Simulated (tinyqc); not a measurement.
# Double-gate transistor below threshold, two-dimensional Poisson equation on a small mesh: effect of the relative permittivity of the insulator

Half of a symmetric double-gate structure: row 0 is the mid-plane of the body, where the normal field vanishes. Mobile charge is neglected (subthreshold), the body is fully depleted, and potentials are counted from the intrinsic level; rows run upward to the gate, columns from source to drain.

Mesh: rows i = 0..12 in the semiconductor (step hs = tb/12, row 12 on the interface), then 8 step(s) ho = tox/8 up to the gate row 20; columns j = 0..80 (step hy = L/80). Box integration, divided by eps0: up_i = eps hy/h of the interval above row i, dn_i = that of the interval below (0 for row 0), lat_i = (sum of eps h/2 over the intervals above and below)/hy, s_i = -q Na w_i hy/eps0 with w_i the semiconductor height of the box (hs/2 for row 0 and the interface row, hs between, 0 in the insulator). Each free node obeys (up + dn + 2 lat) psi = up psi(above) + dn psi(below) + lat [psi(left) + psi(right)] + s. Fixed values: gate row Vg - Vfb; column 0 at Vbi and the last column at Vbi + Vd in the semiconductor, each running linearly to Vg - Vfb across the insulator. The system is solved directly. On row 0 the minimum of psi and its place come from a parabola through the three lowest nodes; barrier = Vbi - minimum, swing = Vt ln 10/(d psi/dVg), DIBL = (d psi/dVd)/(d psi/dVg) there. Lambda = pi/k with k the smallest positive root of tan(k tox) tan(k tb) = eox/eps_r.

Parameters, values chosen for the exercise; semiconductor permittivity made up: temperature T = 250 K; relative permittivity of the semiconductor eps_r = 12; half the body thickness tb = 6 nm; insulator thickness tox = 1.2 nm; channel length L = 45 nm; acceptor density of the depleted body Na = 6.8e17 cm^-3; potential of the source Vbi = 0.51 V; gate offset Vfb = -0.06 V; gate voltage Vg = 0.05 V; drain voltage Vd = 0.7 V.

Constants: q = 1.602176634e-19 C, kB = 1.380649e-23 J/K, Vt = kB T/q, eps0 = 8.8541878128e-14 F/cm where lengths are in cm. Results are converted to the units shown.

Effect of the relative permittivity of the insulator:
```
eox  L/Lambda  barrier (V)  place y/L  swing (mV/decade)  DIBL (mV/V)
3.9     2.409       0.4039     0.4366              52.73        17.44
5.9     2.704       0.4095     0.4429              51.60        11.06
8.8     2.957       0.4121     0.4474              50.97        7.522
13      3.164       0.4132     0.4506              50.61        5.505
20      3.342       0.4136     0.4531              50.37        4.206
30      3.466       0.4137     0.4547              50.24        3.487
```

As eox goes from 3.9 to 30, the barrier rises from 0.404 to 0.414 V, the swing falls from 52.7 to 50.2 mV a decade and DIBL falls from 17.4 to 3.49 mV/V; the ideal swing is 49.6. L/Lambda goes from 2.4 to 3.5.

Computed by the program tinyqc: `OMP_NUM_THREADS=1 python tinyqc.py 2480090 2480091 out.jsonl`, one thread of a shared Intel Xeon 2.30GHz, about 0.1 s for the whole run.
